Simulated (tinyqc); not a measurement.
# Rectangular fin or nanosheet with a gate all round, subbands and threshold shift from confinement: effects of single changes

Undoped body with a flat potential across it, hard walls, transport along x. One isotropic valley (g = 1, mx = my = mz = me). Non-parabolicity enters the subband edges through E (1 + al E) = gamma, so E = 2 gamma/(1 + sqrt(1 + 4 al gamma)); motion within a subband is taken as parabolic with the band-edge mass. Energies are counted from the bulk band edge.

Inputs (values chosen for the exercise); masses close to those of In0.53Ga0.47As: temperature T = 300 K; mass at the band edge me = 0.0402 m0; non-parabolicity al = 1.4 1/eV; width (along y) t = 4.9 nm; widening of the box by penetration into the insulator dl = 0 nm; gate capacitance per area of interface Cg = 1.9 uF/cm^2; height (along z) H = 4.9 nm.

Constants: q = 1.602176634e-19 C, kB = 1.380649e-23 J/K, hbar = 1.054571817e-34 J s, m0 = 9.1093837015e-31 kg, Vt = kB T/q, hbar^2/(2 m0) = 0.0380998212 eV nm^2. Results are converted to the units shown.

Each table varies one quantity; the others keep the values above.

## Confinement against the width

gamma = C pi^2 [a^2/(my (t + dl)^2) + b^2/(mz (H + dl)^2)], C = hbar^2/(2 m0). Each subband has N_k = g sqrt(2 mx m0 kB T/(pi hbar^2)); without degeneracy n = exp(EF/Vt) sum N_k exp(-E_k/Vt). Classical value Nc times t H, Nc = sum over valleys of 2 g (m m0 kB T/(2 pi hbar^2))^1.5 with m = (mx my mz)^(1/3). Threshold shift dVT = Vt ln(classical value/sum N_k exp(-E_k/Vt)). With degeneracy n = sum N_k F((EF - E_k)/Vt), F(x) = (1/sqrt(pi)) int_0^infinity u^(-1/2) du/(1 + exp(u - x)); gate: Vg = EF + q n/(Cg P), P = 2 (t + H), summed over the 60 lowest subbands at most, with Vg counted from the value that would put EF at the bulk band edge of an empty body. The last two columns are for Vg = 0.6 V; sensitivity d(dVT)/dt by central differences between 0.99 and 1.01 times the value.

Results:
```
t (nm)  E_1 (meV)  gap to the next edge (meV)  dVT (mV)  sensitivity (mV/nm)  n/P (cm^-2)  share of the lowest subband (%)
3           714.4                       336.7     625.3               -222.3      6.848e9                            100.0
3.8         574.8                       373.2     491.9               -123.9     3.139e11                            100.0
4.8         477.0                       403.0     400.1               -67.05     7.589e11                            100.0
6.1         408.0                       295.1     337.3               -34.24     9.629e11                            99.96
9.8         332.3                       137.6     273.8               -7.777     1.223e12                            72.88
12          315.3                       96.56     261.5               -3.935     1.326e12                            60.04
16          300.1                       57.09     251.5               -1.580     1.455e12                            44.82
20          292.9                       37.47     246.9              -0.8470     1.533e12                            35.75
```

Estimate the missing row, t = 7.7 nm.

Computed row:
```
t (nm)  E_1 (meV)  gap to the next edge (meV)  dVT (mV)  sensitivity (mV/nm)  n/P (cm^-2)  share of the lowest subband (%)
7.7         362.9                       205.4     298.2               -16.99     1.031e12                            96.10
```

With this row back in the table: As t grows from 3 to 20 nm, E_1 falls from 714 to 293 meV and dVT falls from 625 to 247 mV. E_1 goes as t^(-0.92) at the thin end; a thickness error of 0.2 nm moves the threshold by 44 mV in the first row and 0.17 mV in the last. The charge per interface area rises from 6.85e9 to 1.53e12 cm^-2. For t = 9.8, 12, 16, 20 the charge in the last two columns would bend the potential across the body by some 30 mV or more, which is left out.

## Charge and subband filling against gate voltage

Same model as above.

Each subband has N_k = g sqrt(2 mx m0 kB T/(pi hbar^2)). Cq = q dn/dEF.

Charge and subband filling against gate voltage:
```
Vg (V)  EF - E_1 (eV)  n (cm^-1)  n/P (cm^-2)  share of the lowest subband (%)  Cq/(Cg P)  total C/(Cg P)
0.32          -0.1501       2800      1.428e9                            100.0   0.004649        0.004628
0.45         -0.03023    2.386e5     1.217e11                            100.0     0.3292          0.2477
0.57          0.04545    1.269e6     6.473e11                            100.0     0.6669          0.4001
0.7            0.1304    2.316e6     1.181e12                            100.0     0.4148          0.2932
0.82           0.2191    3.043e6     1.553e12                            99.95     0.3091          0.2361
0.95           0.3189    3.746e6     1.911e12                            98.29     0.3554          0.2622
1.07           0.3911    4.856e6     2.478e12                            84.06      1.170          0.5393
1.2            0.4435    6.659e6     3.397e12                            65.31      1.579          0.6122
1.32           0.4931    8.297e6     4.233e12                            55.28      1.248          0.5552
```

What does the table show?

EF passes E_1 = 0.470 eV at Vg = 0.494 V. The share of the lowest subband falls from 100 to 55.3 % and the total capacitance moves up and down between 0.00463 and 0.612 of Cg P. Between the last two rows 41 % of the added gate voltage goes into raising EF. For Vg = 0.95, 1.07, 1.2, 1.32 the charge would bend the potential across the body by some 30 mV or more, which is left out.

Range of the model: Non-parabolicity also makes carriers heavier within each subband, which is left out, so densities of states are understated at high energy.

Program tinyqc, `OMP_NUM_THREADS=1 python tinyqc.py 2350164 2350165 out.jsonl`; Intel Xeon 2.30GHz, shared host, one thread, about 0.1 s.
